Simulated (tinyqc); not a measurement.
Single-oscillator infrared dielectric function of a polar cubic crystal: one step, computed by the program tinyqc.

One ion pair, charges +Z* and -Z*, in a cell of volume Omega = a^3/4. Frequencies omega are given as wavenumbers (1/cm); eps_s is the static dielectric constant.

Problem. Optical constants at the probe frequency. eps(omega) = eps_inf + W^2/(omega_TO^2 - omega^2 - i gamma omega) - eps_inf omega_p^2/(omega^2 + i gamma_p omega); n + i k = sqrt(eps) with k >= 0; R = |(n + i k - 1)/(n + i k + 1)|^2 at normal incidence from vacuum. omega is the probe ratio times omega_TO. Intensity decays over 1/(4 pi omega k); the loss function is Im(-1/eps).

Inputs (values chosen for the exercise, modelled on cubic gallium nitride):
```
quantity,value,unit
omega_TO,543,1/cm
eps_inf,5.15,-
phonon damping gamma,4.8,1/cm
probe frequency / omega_TO,0.796,-
```

Structure: zinc blende. Free carriers: present.

W = 1158.468 1/cm

omega_p = 317.5462 1/cm

gamma_p = 78.00576 1/cm

Give: omega; Re eps; Im eps; n; k; reflectivity R; penetration depth of the intensity; loss function.

Solution.

omega = 432.228 1/cm

Re eps = 14.88

Im eps = 0.7243

n = 3.858

k = 0.09387

reflectivity R = 0.3464

penetration depth of the intensity = 19.61 micrometre

loss function = 0.003265

Re eps is positive and k is small against n: the wave propagates.
